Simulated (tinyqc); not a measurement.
The width of the window: equation-of-state fits to an energy-volume table made by a known binding curve. Computed by tinyqc, a small Python program. Command: `OMP_NUM_THREADS=1 python tinyqc.py 3016896 3016897 out.jsonl eosfit walk`. One thread of a shared host (Intel(R) Xeon(R) Processor @ 2.30GHz), about 0.03 s of CPU time with the checks.

With x = (V/V_0)^(1/3), the energy per atom is E = D [m x^-n - n x^-m]/(n - m), so that B0 = D n m/(9 V_0) and B' = (n + m + 6)/3. B' = dB/dP at P = 0.

Inputs (values chosen for the exercise, for a model crystal):
```
quantity,value,unit
cohesive energy D,4.29,eV/atom
true volume V_0,39.4,angstrom^3/atom
repulsive exponent n,10,-
attractive exponent m,1,-
shift of the window centre s,-0.019,-
points N,11,-
compression V/V_0 for the pressure test,0.7,-
```

Binding curve: Mie. Noise: none.

Constants: 1 eV/angstrom^3 = 160.2176634 GPa.

Method:
- B0 and B' from the formulas above; P = -dE/dV at V = c V_0 (c the compression chosen), from the curve itself.
- Table: V_j = V_0 [1 + s + w (2 j/(N - 1) - 1)], j = 0..N-1, rounded to 0.001; E_j from the curve, rounded to 1e-7 eV.
- Murnaghan: E = E0 + (B0 V/B') [(V0/V)^B'/(B' - 1) + 1] - B0 V0/(B' - 1), P = (B0/B') [(V0/V)^B' - 1].
- Birch-Murnaghan: E = E0 + (9 V0 B0/16) [y^3 B' + y^2 (2 - 4 y)], y = (V0/V)^(2/3) - 1; P = (3 B0/2) (x^7 - x^5) [1 + (3/4)(B' - 4)(x^2 - 1)], x = (V0/V)^(1/3).
- Vinet: E = E0 + (9 B0 V0/h^2) {1 + [h (1 - x) - 1] exp(h (1 - x))}, P = 3 B0 (1 - x) x^-2 exp(h (1 - x)), x = (V/V0)^(1/3), h = (3/2)(B' - 1).
- All are least-squares fits to the energies; for polynomials in V, B0 = V E'' and B' = -1 - V E'''/E'' at the minimum.
- The table is made anew for each w.

exact B0 = 19.3834 GPa

exact B' = 5.66667

Errors (%):
```
w,"B0, parabola","B0, cubic","B0, Murnaghan","B0, Birch-Murnaghan","B0, Vinet","B', Birch-Murnaghan"
0.03,13.870,-0.540,0.068,-0.028,-0.052,0.897
0.05,14.705,0.170,0.000,0.001,0.002,0.971
0.08,16.767,1.943,-0.157,0.081,0.139,1.111
0.12,21.106,5.734,-0.466,0.244,0.418,1.393
0.16,27.439,11.406,-0.869,0.476,0.808,1.797
0.22,41.344,24.358,-1.590,0.960,1.591,2.662
```

What does the comparison show, and why?

The Birch-Murnaghan error of B0 is smallest among these at w = 0.05 (0.001 % in size); it is 0.028 % at the narrowest and 0.960 % at the widest.  At the widest window the errors of B0 are +41.3 % for the parabola and +24.4 % for the cubic in V.

Extremes, crossings and ranges named in words are read from the listed rows.
